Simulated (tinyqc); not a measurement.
# Metal gate on a two-layer dielectric stack with fixed charge and a dipole: effects of single changes

Gate, layer 2, layer 1, p-type semiconductor; x runs from the gate inwards. Charges are counted in units of +q. psi is the band bending at the surface, positive towards inversion. Classical charge, Boltzmann statistics, no interface traps.

Values chosen for this exercise; band and dielectric values close to those of 4H silicon carbide, layer 1 close to aluminium oxide, layer 2 close to zirconium oxide:
- T = 250 K (temperature)
- Eg = 3.21 eV (band gap)
- eps_r = 9.68 (relative permittivity)
- Nc = 1.28e19 cm^-3 (conduction-band density of states at T)
- Nv = 1.94e19 cm^-3 (valence-band density of states at T)
- chi = 3.6 eV (electron affinity)
- Na = 4e17 cm^-3 (acceptor density)
- pM = 4.43 eV (work function of the gate metal)
- t1 = 1.7 nm (thickness of layer 1, next to the semiconductor)
- e1 = 8.83 (relative permittivity of layer 1)
- t2 = 2.9 nm (thickness of layer 2, next to the gate)
- e2 = 24.5 (relative permittivity of layer 2)
- Q1 = 9.5e10 cm^-2 (fixed charge at the semiconductor interface)
- Q2 = -1.7e11 cm^-2 (fixed charge between the layers)
- r1 = 2e18 cm^-3 (uniform charge density in layer 1)
- r2 = 9.7e18 cm^-3 (uniform charge density in layer 2)
- Vd = 0 V (flat-band shift by a dipole layer between the layers)

Constants: q = 1.602176634e-19 C, kB = 1.380649e-23 J/K, Vt = kB T/q, eps0 = 8.8541878128e-14 F/cm where lengths are in cm. Results are converted to the units shown.

Each table varies one quantity; the others keep the values above.

## Flat band against the thickness t2

EOT = 3.9 (t1/e1 + t2/e2), Cox = eps0/(t1/e1 + t2/e2); phi_ms = pM - (chi + Eg - Vt ln(Nv/Na)). Vfb = phi_ms + Vd - (q/eps0) [Q1 (t1/e1 + t2/e2) + Q2 t2/e2 + r1 (t1^2/(2 e1) + t1 t2/e2) + r2 t2^2/(2 e2)]: each charge counts with its electrical distance from the gate. ni = sqrt(Nc Nv) exp(-Eg/(2 Vt)), Eg in volts, pB = Vt ln(Na/ni), Vth = Vfb + 2 pB + sqrt(4 q eps0 eps_r Na pB)/Cox.

Flat band against the thickness t2:

| t2 (nm) | EOT (nm) | Vfb (V) | Vth (V) |
|---|---|---|---|
| 1 | 0.9100 | -2.311 | 0.8932 |
| 1.7 | 1.021 | -2.319 | 0.9037 |
| 2.4 | 1.133 | -2.331 | 0.9107 |
| 3.1 | 1.244 | -2.346 | 0.9143 |
| 3.9 | 1.372 | -2.368 | 0.9140 |
| 4.6 | 1.483 | -2.390 | 0.9100 |
| 5.3 | 1.595 | -2.417 | 0.9025 |
| 6 | 1.706 | -2.446 | 0.8915 |

Read the table: what changes, and by how much?

Vfb falls from -2.31 to -2.45 V and Vth goes from 0.893 through a maximum of 0.914 (at t2 = 3.1 nm among the rows listed) to 0.891 V. The slope dVfb/dEOT is -73.1 mV/nm between the first two rows and -267 between the last two: the charge inside the growing layer bends the line. A line through the end rows meets EOT = 0 at -2.16 V, against phi_ms + Vd = -2.30 V; an effective work function read from it is off by 140 mV from pM.

## Threshold against doping

Same model as above.

Threshold against doping:

| Na (cm^-3) | phi_ms (V) | 2 pB (V) | Qd/Cox (V) | Vth (V) |
|---|---|---|---|---|
| 1e15 | -2.167 | 2.794 | 0.009726 | 0.5910 |
| 3.6e15 | -2.195 | 2.849 | 0.01863 | 0.6275 |
| 1.2e16 | -2.221 | 2.901 | 0.03433 | 0.6691 |
| 4.2e16 | -2.248 | 2.955 | 0.06482 | 0.7266 |
| 1.5e17 | -2.275 | 3.009 | 0.1236 | 0.8128 |
| 5e17 | -2.301 | 3.061 | 0.2277 | 0.9428 |
| 1.7e18 | -2.328 | 3.114 | 0.4234 | 1.165 |

What does the comparison show?

Vth rises from 0.591 to 1.16 V. Of the change, phi_ms + 2 pB gives 160 mV (Vt ln 10 a decade) and the depletion charge 414 mV, growing as Na^(0.51).

Numbers from tinyqc (`OMP_NUM_THREADS=1 python tinyqc.py 2010164 2010165 out.jsonl`; about 0.01 s on one thread of a shared Intel Xeon 2.30GHz).
